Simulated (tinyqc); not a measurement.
## Traps spread exponentially in energy

For traps of total density Nt spread as exp(-E/kB Tc) below the band edge, with l = Tc/T: J = q mu Nc [eps0 eps_r l/(q Nt (l + 1))]^l [(2 l + 1)/(l + 1)]^(l + 1) V^(l + 1)/L^(2 l + 1). It needs trapped charge far above free charge, so only rows below a fifth of the trap-free current (9/8) eps0 eps_r mu V^2/L^3 are listed.

Values chosen for this exercise:

| symbol | value | unit | meaning |
|---|---|---|---|
| eps_r | 3.2 |  | relative permittivity |
| mu | 0.0039 | cm^2/(V s) | mobility |
| L | 500 | nm | thickness |
| Nc | 2.6e20 | cm^-3 | band density of states |
| Nt | 1.3e17 | cm^-3 | trap density |
| V | 3.7 | V | voltage |

Constants: q = 1.602176634e-19 C, eps0 = 8.8541878128e-14 F/cm where lengths are in cm. Results are converted to the units shown.

Result of one run:
```
exponent of V  exponent of 1/L  J (A/cm^2)
8.300                    15.60    3.682e-7
```

Which ratio Tc/T l gave this result: 5.7, 7.3, 8.2 or 9?

l = 7.3.

The whole series:
```
l    exponent of V  exponent of 1/L  J (A/cm^2)
4            5.000            9.000     0.01529
4.8          5.800            10.60    0.001156
5.7          6.700            12.40    6.358e-5
6.5          7.500            14.00    4.835e-6
7.3          8.300            15.60    3.682e-7
8.2          9.200            17.40    2.034e-8
9            10.00            19.00    1.552e-9
```

J falls from 0.0153 to 1.55e-9 A/cm^2 at V = 3.7 V, well below q Nt L^2/(2 eps0 eps_r) = 91.9 V, near which the curves for different l come together. A slope above 2 on a log-log plot gives l, and its change with temperature tests the model.

Numbers from tinyqc (`OMP_NUM_THREADS=1 python tinyqc.py 2370131 2370132 out.jsonl`; about 0.01 s on one thread of a shared Intel Xeon 2.30GHz).
